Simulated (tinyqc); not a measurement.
Inside a calculation. Method: Rayleigh-quotient iteration on a symmetric matrix. Computed by tinyqc, a small Python program that keeps every step. Settings: method = rayleigh, shift = 1.69. Command: `OMP_NUM_THREADS=1 python tinyqc.py 29484 29485 out.jsonl` (the two numbers bound the seeds that draw the settings). One thread of a shared host (Intel(R) Xeon(R) Processor @ 2.60GHz), about 0.01 s of CPU time with the checks.

## Step 1

A, lower triangle:
```
          1         2         3        4
1   0.16100
2   0.43500   1.18500
3  -0.16000  -0.56000   1.68200
4  -0.30000   0.88900  -0.30200  1.95600
```

vector v at the start: 0.50000  0.50000  0.50000  0.50000

shift = 1.69000

solve (A - shift) w = v; v' = w/|w| with its largest component positive (the first on a tie); lambda = v'^T A v'; the next shift is lambda.

vector after step 1: -0.10626  -0.01262  0.88052  0.46177

Rayleigh quotient after step 1 = 1.54022

## Step 2

As before.

vector after step 2: -0.23798  -0.07557  0.77823  0.57621

Rayleigh quotient after step 2 = 1.55878

## Course of the iteration

Stop when the residual |A v - lambda v| is below 1e-9.

Steps:
```
step     lambda  residual
1     1.5402204  1.94e-01
2     1.5587799  4.00e-03
3     1.5587944  6.98e-08
4     1.5587944  3.56e-16
```

all eigenvalues, for comparison: -0.19177  0.78937  1.55879  2.82761

Converged in 4 steps.
